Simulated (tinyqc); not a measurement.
Worked calculation: Shockley state of an s-p chain by decimation. Values are carried at full precision from step to step, so a last printed digit may differ when a step is redone from the rounded ones.

Each site has s at -d/2 and p at +d/2: H0 = diag(-d/2, d/2). The block to the next site on the right is H1 = [[-ts, u], [-u, tp]] (rows s, p of site n; columns s, p of site n + 1). Bulk: H(k) = [[-d/2 - 2 ts cos k, 2i u sin k], [-2i u sin k, d/2 + 2 tp cos k]]. The bands are inverted at k = pi if d < 2 (ts + tp).

Inputs chosen for the exercise:
```
symbol  value  unit  meaning
d       1.49   eV    Ep - Es
ts      1.42   eV    s-s hopping
tp      0.62   eV    p-p hopping
u       0.81   eV    s-p hopping
E       -0.4   eV    energy
eta     0.02   eV    broadening
```

## Bulk bands

Levels and s weight of the lower band at k = j pi/6.

Bands:
```
k/pi   lower (eV)  upper (eV)  s weight, lower
0.000     -3.5850      1.9850            1.000
0.167     -3.3319      1.9463            0.976
0.333     -2.6547      1.8547            0.891
0.500     -1.7831      1.7831            0.709
0.667     -1.0297      1.8297            0.404
0.833     -0.6110      1.9966            0.108
1.000     -0.4950      2.0950            0.000
```

The lower band is s-like at k = 0 and p-like at pi: the bands are inverted, and the gap is a hybridisation gap that can hold a Shockley state.

## First round of decimation

Decimation (Sancho-Rubio) at z = E + i eta: start with es = e = H0, A = H1, B = H1^T. Each round forms g = (z - e)^-1 and sets es += A g B, e += A g B + B g A, A = A g A, B = B g B, doubling the length covered. Stop when all |A| < 1e-10. Surface G = (z - es)^-1, bulk G = (z - e)^-1; densities -Im tr G/pi.

Carry out one round.

g (1/eV):
```
                s                p
s  2.8888-0.1675i           0.0000
p          0.0000  -0.8731-0.0153i
```

es (eV):
```
                s               p
s  4.5072-0.3477i  2.8843-0.2003i
p  2.8843-0.2003i  2.3048-0.1157i
```

e (eV):
```
                s               p
s  9.7594-0.6954i          0.0000
p          0.0000  3.8645-0.2315i
```

A (eV):
```
                s                p
s  6.3979-0.3277i  -3.7612+0.1850i
p  3.7612-0.1850i  -2.2310+0.1040i
```

## Course of the decimation

All rounds.

Rounds:
```
round  sites covered  largest |A| (eV)  surface density (1/eV)
1                  2              6.41                 0.01749
2                  4             0.711                 0.01623
3                  8            0.0758                 0.01919
4                 16           0.00123                 0.01934
5                 32          3.27e-07                 0.01935
6                 64          2.30e-14                 0.01935
```

surface G (1/eV):
```
                s                p
s  0.1103-0.0337i   0.5934+0.0120i
p  0.5934+0.0120i  -0.9895-0.0270i
```

densities (1/eV): surface 0.01935, bulk 0.08200

Converged in 6 rounds. E lies inside the bulk gap (-0.495 to 1.780 eV); once |A| is small it falls roughly as its square in each round, up to a factor.

## Checks

- Surface G against the Dyson relation G = (z - H0 - H1 G H1^T)^-1: they agree to 1e-10 or better.

tinyqc: `OMP_NUM_THREADS=1 python tinyqc.py 1481398 1481399 out.jsonl`; about 0.2 s, one thread, shared Intel(R) Xeon(R) Processor @ 2.30GHz.
